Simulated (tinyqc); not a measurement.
Binding against carrier density: donor level screened by free carriers (Yukawa potential).

Screening wave number: Debye ks^2 = 4 pi q n/(eps kB T); Thomas-Fermi ks^2 = 6 pi q n/(eps EF) with EF = c (3 pi^2 n/gv)^(2/3)/m, c = hbar^2/2m0; the two are joined by 1/ks^2 = sqrt(1/ks_D^4 + 1/ks_TF^4). 1e18/cm^3 = 1e-6/angstrom^3, q = e^2/(4 pi eps0).

Potential -(q/(eps r)) exp(-ks r), q = e^2/(4 pi eps0). In units Ry* = Ry m/eps^2 and a* = a0 eps/m the problem is [-Laplacian - 2 exp(-x r)/r] psi = E psi with x = ks a*.

Converged values use 18 functions exp(-z r), z = 1.55^i, i = -11 to 6: S = 2/A^3, H = z_i z_j S - 2/(A + x)^2, A = z_i + z_j.

Constants: e^2/(4 pi eps0) = 14.39964547 eV angstrom; kB = 8.617333262e-05 eV/K; hbar^2/2m0 = 3.80998211 eV angstrom^2.

Inputs chosen for the exercise (near those of a donor in InP, with one mean mass; shifted at random, so the results belong to these values and not to a real crystal): m = 0.083 m0 (mass); eps = 12.7 (dielectric constant); gv = 1 (valleys); T = 300 K (temperature); nl = (0.0033, 0.011, 0.033, 0.11, 0.33, 1.1, 3.3) x 1e18/cm^3 (densities).

Ry* = 7.0015 meV
a* = 80.970 angstrom

x from the joined ks; converged 1s binding (dash: x above 1.17, at or past the limit 1.19 where the state unbinds).

Results:

| n (1e18/cm^3) | EF/kB T | 1/ks (angstrom) | x | binding (meV) | n^(1/3) a* |
|---|---|---|---|---|---|
| 0.0033 | 0.04 | 741.6 | 0.109 | 5.59 | 0.121 |
| 0.011 | 0.08 | 406.5 | 0.199 | 4.58 | 0.180 |
| 0.033 | 0.17 | 235.3 | 0.344 | 3.23 | 0.260 |
| 0.11 | 0.39 | 130.6 | 0.620 | 1.38 | 0.388 |
| 0.33 | 0.81 | 79.1 | 1.024 | 0.11 | 0.560 |
| 1.1 | 1.81 | 50.9 | 1.592 | - | 0.836 |
| 3.3 | 3.77 | 38.6 | 2.100 | - | 1.205 |

The binding falls from 5.6 to 0.1 meV (bare value 7.0); it passes half the bare value between 0.011 and 0.033 x 1e18/cm^3. The level is unbound, or bound by less than 0.001 Ry*, from 1.1 x 1e18/cm^3 on; as the density rises, it is lost by the time n^(1/3) a* reaches 0.84. x grows with exponent 0.50 in n at the start and 0.25 at the end (1/2 for Debye, 1/6 for Thomas-Fermi screening). The level survives to n^(1/3) a* = 0.56, past the 0.26 of the Mott rule, which corresponds to x = 1 for one valley with degenerate screening; here the level lasts until x = 1.19, the screening is at most the degenerate value, and overlap of donors is left out.

Program tinyqc; command `OMP_NUM_THREADS=1 python tinyqc.py 1252413 1252414 out.jsonl`; about 0.02 s on one thread of a shared Intel(R) Xeon(R) Processor @ 2.30GHz.
